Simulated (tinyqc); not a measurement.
From results back to parameters: band gaps under pressure and temperature from deformation potentials. Two cases, with inputs chosen for the exercise.

Problem. A gap moves by a ln(V/V0) with V/V0 = (1 + Bp P/B0)^(-1/Bp). B0 and the shifts at two pressures are given.

Case 1.

Values chosen (out of a larger set: near those of GaAs, the X and L potentials typical of such crystals; not measured data): P12 = (6, 10) GPa (two pressures).

B0 = 78.4333 GPa

shifts at the two pressures (eV): 0.5550168  0.8513224

Case 2.

Values chosen (out of a larger set: near those of GaP, the X and L potentials typical of such crystals; not measured data): P12 = (2, 3) GPa (two pressures).

B0 = 88.0333 GPa

shifts at the two pressures (eV): 0.2109982  0.3089064

Find: ratio of the shifts; Bp; a.

Solution. The ratio of the shifts, ln(1 + Bp P2/B0)/ln(1 + Bp P1/B0), falls steadily from P2/P1 as Bp grows and so fixes Bp; then a = -shift x Bp/ln(1 + Bp P/B0).

Case 1.

ratio of the shifts = 1.5339
Bp = 4.45
a = -8.43 eV

Case 2.

ratio of the shifts = 1.4640
Bp = 4.75
a = -9.78 eV

Computed by tinyqc, one run a case: `OMP_NUM_THREADS=1 python tinyqc.py N N+1 out.jsonl` with N = 1080648, 1080652; one thread of a shared Intel(R) Xeon(R) Processor @ 2.30GHz, about 0.01 s a run at most.
